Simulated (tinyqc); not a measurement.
Velocity overshoot from momentum and energy balance equations after a field step: one step, computed by the program tinyqc.

At t = 0 the field jumps from 0 to F in a uniform sample. v is the drift velocity and u = w - (3/2) k_B T the excess energy per carrier.

Question. First four steps. dv/dt = e F/m - v/tau_m(u), du/dt = e F v - u/tau_E, tau_m(u) = tau_0/(1 + c u), tau_0 = m mu_0/e, c = mu_0/(e tau_E v_s^2); this choice gives the steady state v (1 + mu_0 F v/v_s^2) = mu_0 F, which saturates at v_s. Step: v_new = v + dt (e F/m - v/tau_m(u)), u_new = u + dt (e F v - u/tau_E). Start v = u = 0; the distance adds dt (v + v_new)/2.

Inputs (values chosen for the exercise, modelled on electrons in GaN except for tau_E): energy relaxation time tau_E = 0.21 ps; field after the step F = 25 kV/cm; lattice temperature T = 300 K; time step dt = 10 fs.

Scheme: explicit Euler.

c = 17.14813 1/eV

tau_0 = 147.8264 fs

acceleration e F/m = 0.02198525 1e7 cm/s per fs

Give: Steps.

Answer.

Steps:
```
step  t (fs)  v (1e7 cm/s)    u (eV)  tau_m (fs)
1         10        0.2199  0.000000       147.8
2         20        0.4248  0.000550       146.4
3         30        0.6157  0.001586       143.9
4         40        0.7927  0.003049       140.5
```

After the first step u is still 0, below the drift energy m v^2/2, because the explicit scheme uses the old v: an error of the finite time step.
